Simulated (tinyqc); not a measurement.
What each parameter does: band offset of a heterojunction with an interface dipole (two-band chains, self-consistent charge).

Sites alternate A, C. Left: A at -G1/2, C at +G1/2, hopping -t1; right: A at D - G2/2, C at D + G2/2, hopping -t2; the bonds across the two interfaces of a ring (C left to A right, C right to A left) have -sqrt(t1 t2). D is the offset of the mid-gaps, so Ev(right) - Ev(left) = D - (G2 - G1)/2 and Ec(right) - Ec(left) = D + (G2 - G1)/2. The closing bond has its sign reversed (antiperiodic ring). Half the levels are filled with two electrons each. The charge moved is q = (electrons on the left) less one a site; the mean over the two interfaces, q/2, is taken as the charge that crosses each, and its dipole opposes the offset: D = D0 - u q/2.

From here on the ring has 24 cells a side.

Values chosen for the exercise (gaps near those of SiC and SiO2; the chains and D0 are free models, so the offsets are not those of the real pair; shifted at random, so the results belong to these values and not to a real crystal):
- G1 = 3.18 eV (gap on the left)
- G2 = 9.43 eV (gap on the right)
- t1 = 1.9 eV (hopping on the left)
- t2 = 2.36 eV (hopping on the right)
- D0 = -1.62 eV (mid-gap of the right side above that of the left, without dipole)
- u = 8.4 eV (potential step per electron moved across)

Self-consistent D by bisection, q there, and the two offsets.

Results for these values:
```
case   D (eV)        q  valence offset (eV)  conduction offset (eV)
base  -1.3118  -0.0734              -4.4368                  1.8132
```

What happens to each result for G1 = 3.657 eV, all else kept?

Answer: D falls from -1.3118 to -1.3263; q rises from -0.0734 to -0.0699; valence offset rises from -4.4368 to -4.2128; conduction offset falls from 1.8132 to 1.5602.

The same for each parameter in turn:
```
case             D (eV)        q  valence offset (eV)  conduction offset (eV)
base            -1.3118  -0.0734              -4.4368                  1.8132
G1 = 3.657 eV   -1.3263  -0.0699              -4.2128                  1.5602
G2 = 10.844 eV  -1.3608  -0.0617              -5.1928                  2.4712
t1 = 2.185 eV   -1.3003  -0.0761              -4.4253                  1.8247
t2 = 2.714 eV   -1.2983  -0.0766              -4.4233                  1.8267
D0 = -1.863 eV  -1.5050  -0.0852              -4.6300                  1.6200
u = 9.66 eV     -1.2760  -0.0712              -4.4010                  1.8490
```

Computed by tinyqc, a small Python program: `OMP_NUM_THREADS=1 python tinyqc.py 1452739 1452740 out.jsonl` (the numbers bound the seed that draws the inputs); one thread of a shared host (Intel(R) Xeon(R) Processor @ 2.30GHz), about 0.4 s for the whole set of steps.
